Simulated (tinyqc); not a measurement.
# Estimate of lattice thermal conductivity from elastic moduli (Slack, Klemens and Cahill formulas), step by step

A worked calculation. Computed by tinyqc, a small Python program that keeps every step. Command: `OMP_NUM_THREADS=1 python tinyqc.py 3016140 3016141 out.jsonl slack walk`. One thread of a shared host (Intel(R) Xeon(R) Processor @ 2.30GHz), about 0.01 s of CPU time with the checks. Intermediate numbers are printed to about 5 digits and carried at full precision; extremes and crossings named in words are read from the listed rows.

An isotropic solid.

Inputs (values chosen for the exercise, for a model crystal):

| quantity | value | unit |
|---|---|---|
| bulk modulus B | 171 | GPa |
| shear modulus G | 80.5 | GPa |
| volume per atom V | 21.4 | angstrom^3 |
| mean atomic mass M | 38.9 | u |
| atoms per primitive cell n | 4 | - |
| temperature T | 700 | K |
| disorder parameter Gamma | 0.00072 | - |
| grain size d | 15000 | nm |

Grueneisen parameter: from the Poisson ratio.

Constants: u = 1.6605390666e-27 kg; hbar = 1.054571817e-34 J s; k_B = 1.380649e-23 J/K; h = 6.62607015e-34 J s.

## Velocities, Poisson ratio and Debye temperature

rho = M/V; vL = sqrt((B + 4G/3)/rho), vT = sqrt(G/rho); v_m = [(vL^-3 + 2 vT^-3)/3]^(-1/3); Poisson ratio sigma = (3B - 2G)/(6B + 2G); Theta = hbar v_m (6 pi^2/V)^(1/3)/k_B.

density rho = 3018.5 kg/m^3

vL = 9602.6 m/s

vT = 5164.2 m/s

v_m = 5765.8 m/s

Poisson ratio sigma = 0.29655

Debye temperature Theta = 618.30 K

## Grueneisen parameter

Empirical rule gamma = (3/2) (1 + sigma)/(2 - 3 sigma).

Grueneisen parameter gamma = 1.7515

## Conductivity of the perfect crystal

Slack, an estimate for T near or above Theta_a: kappa = A M Theta_a^3 delta n^(1/3)/(gamma^2 T) in W/(m K), with M in u, delta = V^(1/3) in angstrom, Theta_a = Theta n^(-1/3) and A = 2.43e-6/(1 - 0.514/gamma + 0.228/gamma^2).

acoustic Debye temperature Theta_a = 389.50 K

A = 3.1120e-06

kappa of the perfect crystal = 14.681 W/(m K)

## Point defects and grains

High-temperature forms with the classical heat capacity. Klemens: kappa/kappa_0 = arctan(u)/u, u^2 = pi^2 Theta V Gamma kappa_0/(h v_m^2). Grains: 1/kappa_poly = 1/kappa + 1/(C v_m d/3), C = 3 k_B/(n V), the acoustic branches alone.

disorder scale u = 0.25033

kappa with point defects = 14.385 W/(m K)

grain-boundary limit = 13950 W/(m K)

kappa of the polycrystal = 14.370 W/(m K)

For small u the loss is about u^2/3 = 0.021. Grains remove a further 0 %.

## Minimum conductivity

Cahill minimum: kappa_min = (pi/6)^(1/3) k_B V^(-2/3) sum over L, T, T of v (T/Theta_i)^2 int_0^(Theta_i/T) x^3 e^x/(e^x - 1)^2 dx, Theta_i = Theta v_i/v_m (64 Gauss-Legendre points). Its high-temperature limit is (1/2) (pi/6)^(1/3) k_B V^(-2/3) (vL + 2 vT).

kappa_min = 1.3614 W/(m K)

its high-temperature limit = 1.4387 W/(m K)

kappa_poly/kappa_min = 10.556

## All estimates against temperature

The formulas are those given above.

Kappa (W/(m K)):

| T (K) | perfect crystal | with point defects | polycrystal | minimum |
|---|---|---|---|---|
| 200 | 51.383 | 48.055 | 47.890 | 0.8569 |
| 300 | 34.255 | 32.718 | 32.642 | 1.1020 |
| 400 | 25.691 | 24.810 | 24.766 | 1.2266 |
| 550 | 18.685 | 18.210 | 18.187 | 1.3177 |
| 750 | 13.702 | 13.444 | 13.431 | 1.3709 |
| 1000 | 10.277 | 10.130 | 10.123 | 1.3997 |
| 1300 | 7.905 | 7.818 | 7.814 | 1.4154 |
| 1700 | 6.045 | 5.994 | 5.991 | 1.4250 |

The perfect crystal follows 1/T. With point defects the exponent runs from -0.95 to -0.99 (the strong-disorder limit is -1/2), and with grains from -0.95 to -0.99. At the highest T it is still 4.2 times the minimum. Rows below Theta_a = 390 K are outside the range of the Slack formula.

Checks made by the program: arctan(u)/u against the Debye integral of 1/(1 + u^2 y^2) (relative difference below 1e-10).
